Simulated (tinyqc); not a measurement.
From results to parameters: two-site tight-binding chain. Computed by the program tinyqc.

Problem. A two-site chain has site energies +delta (A) and -delta (B) and hoppings t1 > t2 > 0, so E = +/- sqrt(delta^2 + |t1 + t2 exp(-ika)|^2). Find delta, t1 and t2.

upper band at k = 0 = 2.546154 eV
upper band at the zone edge = 1.027862 eV
weight of the upper band on site A at the zone edge = 0.976718

Solution. The weight on A is (1 + delta/E)/2, which gives delta; then t1 + t2 = sqrt(E(0)^2 - delta^2) and t1 - t2 = sqrt(E(edge)^2 - delta^2).

delta, t1, t2 (eV): 0.9800  1.3300  1.0200
